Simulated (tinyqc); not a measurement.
Landau-Devonshire theory of a uniaxial ferroelectric: one step, computed by the program tinyqc. Command: `OMP_NUM_THREADS=1 python tinyqc.py 3026981 3026982 out.jsonl ferro walk`. One thread of a shared host (Intel(R) Xeon(R) Processor @ 2.30GHz), about 0.01 s of CPU time with the checks.

G(P) = (alpha/2) P^2 + (beta*/4) P^4 + (gamma/6) P^6 - E P per volume, SI units, one domain, P along the polar axis.

Question. A capacitor with imperfect screening. Between shorted electrodes with screening length lambda each, the depolarising field is -k P, k = 2 lambda/(eps_0 (d + 2 lambda eps_b)), so alpha turns into alpha + k. Ps^2 = [-beta* + sqrt(beta*^2 - 4 alpha gamma)]/(2 gamma). The polar state is the lowest uniform state while alpha + k < 0 (beta* > 0) or < 3 beta*^2/(16 gamma) (beta* < 0); setting the equality gives the critical thickness d_c.

Inputs (values chosen for the exercise, for a model ferroelectric):
```
quantity,value,unit
Curie-Weiss temperature T0,710,K
temperature T,673,K
film thickness d,6.4,nm
screening length lambda,0.015,nm
background permittivity eps_b,5,-
```

Sample: free crystal.

alpha = -5.365000e+07 J m/C^2

beta* = 1.13e+09 J m^5/C^4

Constants: eps_0 = 8.8541878128e-12 F/m.

Give: depolarising coefficient k; polarisation of the film; size of the depolarising field; critical thickness d_c.

Answer.

depolarising coefficient k = 5.1729e+08 J m/C^2

polarisation of the film = 0 microcoulomb/cm^2

size of the depolarising field = 0 MV/m

critical thickness d_c = 63.004 nm

The film is thinner than d_c, so the uniform polar state is not the lowest one; a real film may break into domains or be non-polar.
